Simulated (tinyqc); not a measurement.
Comparisons within one model: band gaps under pressure and temperature from deformation potentials. A value that a table varies takes the place of the one given here.

Murnaghan: V/V0 = (1 + Bp P/B0)^(-1/Bp), B0 = (C11 + 2 C12)/3. Each gap moves by a ln(V/V0) with its volume potential a, and falls with temperature by aV T^2/(T + bV) (Varshni); the two effects are added. No change of phase is considered.

Constants: hc = 1239.841984 eV nm.

Parameters, chosen for this exercise (near those of GaAs, the X and L potentials typical of such crystals; the results hold for these values, not for the real material): Eg = 1.505 eV (gap at Gamma to the s-like level at 0 K, 0 GPa); EgX = 1.943 eV (gap to X at 0 K, 0 GPa); EgL = 1.841 eV (gap to L at 0 K, 0 GPa); C11 = 123 GPa; C12 = 57.6 GPa; Bp = 4.19 (pressure derivative of the bulk modulus); aG = -8.24 eV (volume potential of the Gamma gap); aX = 1.52 eV (volume potential of the X gap); aL = -4.37 eV (volume potential of the L gap); aV = (0.526, 0.466, 0.62) meV/K (Varshni alpha of Gamma, X, L); bV = (190, 208, 209) K (Varshni beta of Gamma, X, L); T = 300 K (temperature); P = 5.4 GPa (pressure).

## Gaps against pressure

The last column is the linear form E0 + c1 P for Gamma, c1 = -aG/B0.

Gaps (eV):

| P (GPa) | ln(V/V0) | Gamma | X | L | lowest | Gamma, linear |
|---|---|---|---|---|---|---|
| 0.00 | 0.0000 | 1.408 | 1.860 | 1.731 | Gamma | 1.408 |
| 1.25 | -0.0152 | 1.534 | 1.837 | 1.798 | Gamma | 1.538 |
| 2.50 | -0.0296 | 1.652 | 1.815 | 1.861 | Gamma | 1.668 |
| 3.75 | -0.0431 | 1.763 | 1.795 | 1.920 | Gamma | 1.798 |
| 5.00 | -0.0559 | 1.869 | 1.775 | 1.976 | X | 1.927 |
| 6.25 | -0.0680 | 1.969 | 1.757 | 2.029 | X | 2.057 |
| 7.50 | -0.0796 | 2.064 | 1.739 | 2.079 | X | 2.187 |
| 8.75 | -0.0906 | 2.155 | 1.723 | 2.127 | X | 2.316 |
| 10.00 | -0.1011 | 2.242 | 1.707 | 2.173 | X | 2.446 |

Over 10 GPa Gamma moves by +0.833, L by +0.442 and X by -0.154 eV. The lowest valley changes: Gamma to X between 3.75 and 5.00 GPa, and the fundamental gap peaks at 1.775 eV on these points. The linear form overshoots by 204 meV at the end, because the crystal stiffens; the gap is linear in ln V, not in P.

## Gaps against temperature

At the pressure P; wavelength hc/E of the lowest gap.

Gaps (eV):

| T (K) | Gamma | X | L | lowest | wavelength (nm) |
|---|---|---|---|---|---|
| 0 | 1.9981 | 1.8520 | 2.1025 | X | 669.4 |
| 50 | 1.9926 | 1.8475 | 2.0965 | X | 671.1 |
| 100 | 1.9799 | 1.8369 | 2.0824 | X | 675.0 |
| 200 | 1.9441 | 1.8064 | 2.0419 | X | 686.4 |
| 300 | 1.9015 | 1.7695 | 1.9929 | X | 700.7 |
| 400 | 1.8554 | 1.7294 | 1.9396 | X | 716.9 |
| 500 | 1.8075 | 1.6875 | 1.8839 | X | 734.7 |
| 600 | 1.7584 | 1.6444 | 1.8266 | X | 754.0 |

From 0 to 100 K the Gamma gap falls by 18.1 meV, from 500 to 600 K by 49.1 meV: quadratic below bV, linear with a slope tending to aV = 0.526 meV/K above. X stays lowest. A pressure of 0.93 GPa, with the slope -aG/B0 at zero pressure, would undo the fall of the Gamma gap from 0 to 300 K.

## What each parameter does

Gaps at P and T. Each row changes one parameter from the base and keeps the others.

Results:

| case | Gamma (eV) | X (eV) | L (eV) |
|---|---|---|---|
| base | 1.9015 | 1.7695 | 1.9929 |
| T = 350 K | 1.8788 | 1.7497 | 1.9666 |
| C11 = 110.7 GPa | 1.9251 | 1.7651 | 2.0054 |
| C12 = 63.36 GPa | 1.8812 | 1.7732 | 1.9821 |
| Bp = 4.609 | 1.8959 | 1.7705 | 1.9899 |
| aG = -9.064 eV | 1.9508 | 1.7695 | 1.9929 |
| aX = 1.672 eV | 1.9015 | 1.7604 | 1.9929 |
| aL = -3.933 eV | 1.9015 | 1.7695 | 1.9667 |
| P = 5.94 GPa | 1.9446 | 1.7615 | 2.0158 |

The largest shifts from the base row, up to three for each result and ties (the steps differ in size, so this ranks the rows, not the parameters). Gamma (eV): aG +0.0493, P +0.0431, C11 +0.0236; unchanged at the printed digits by aX and aL. X (eV): T -0.0197, aX -0.0091, P -0.0080; unchanged at the printed digits by aG and aL. L (eV): T -0.0262, aL -0.0262, P +0.0229; unchanged at the printed digits by aG and aX.

Run: tinyqc, `OMP_NUM_THREADS=1 python tinyqc.py 1050857 1050858 out.jsonl`; Intel(R) Xeon(R) Processor @ 2.30GHz, one thread, shared host; about 0.01 s of CPU time with all checks.
